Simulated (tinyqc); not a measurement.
Band-to-band tunnelling in a uniform field: complex band structure along [001] in sp3s* tight binding.

For k = (0, 0, kz) the phase sums are g0 = cos(phi) and g3 = i sin(phi), phi = kz a/4, and the s, pz, s* orbitals of anion (a) and cation (c) decouple from px, py. With z = exp(i phi), H(z) = H0 + z T + T^T/z for any complex z. H0 is diagonal (Esa, Epa, Exa, Esc, Epc, Exc). The anion-cation block is B(z) = z U + W/z and the cation-anion block z W^T + U^T/z, where U has Vss/2 (s,s), Vsapc/2 (s,z), -Vscpa/2 (z,s), Vxx/2 (z,z), Vxapc/2 (s*,z), -Vpaxc/2 (z,s*), and W has the same values with the s-z and s*-z signs reversed. |z| = 1 is a band state, |z| < 1 decays along [001] as exp(-kappa d) over a distance d, kappa = -(4/a) ln|z|. No spin-orbit coupling.

Constants: hbar^2/2m0 = 3.80998211 eV angstrom^2.

Values chosen for the exercise (out of a larger set: near a published set for GaSb, fitted to gaps, whose masses and valley positions are rough (light masses up to twice too heavy); not measured data): p = (-7.31, 0.863, -3.926, 2.894, 6.586, 6.03, -6.087, 1.571, 4.132, 4.945, 4.717, 4.946, 4.268) eV (order Esa, Epa, Esc, Epc, Exa, Exc, Vss, Vxx, Vxy, Vsapc, Vscpa, Vxapc, Vpaxc); a = 6.096 angstrom (lattice constant).

Ev = 0.00786 eV
EG (direct gap) = 0.69192 eV

masses of this model, from the curvature at Gamma (m0): m_lh 0.04713, m_e 0.05626

WKB at zero transverse momentum: T = exp(-2 I/(eF)), I = integral of kappa dE across the direct gap (8 Gauss-Legendre points in theta, E = EG sin^2 theta, 0 to pi/2); 1 MV/cm = 0.01 V/angstrom. The two-band form gives I = (pi/8) sqrt(m/c) EG^(3/2) with m = 2 m_lh m_e/(m_lh + m_e).

Tunnelling:
```
F (MV/cm)  path EG/eF (angstrom)  exponent 2I/eF  T, tight binding  T, two-band
0.50                       138.4          10.469          2.84e-05     2.78e-05
1.00                        69.2           5.234           0.00533      0.00527
1.50                        46.1           3.490            0.0305       0.0303
2.00                        34.6           2.617            0.0730       0.0726
3.00                        23.1           1.745             0.175        0.174
4.00                        17.3           1.309             0.270        0.269
```

Give the missing row, F (MV/cm) = 0.75.

Computed row:
```
F (MV/cm)  path EG/eF (angstrom)  exponent 2I/eF  T, tight binding  T, two-band
0.75                        92.3           6.979          0.000931     0.000918
```

I, tight binding = 0.026172 eV/angstrom
I, two-band = 0.026224 eV/angstrom

The two-band integral is +0.20 % from the tight-binding one, which makes the two-band T 0.9794 times the other at 0.5 MV/cm and 0.9974 times at 4 MV/cm. Doubling the field from 1 to 2 MV/cm halves the exponent and raises T by a factor 13.7. Where the exponent falls below about 2 the WKB form is only a guide.

tinyqc: `OMP_NUM_THREADS=1 python tinyqc.py 1482794 1482795 out.jsonl`; about 0.02 s, one thread, shared Intel(R) Xeon(R) Processor @ 2.30GHz.
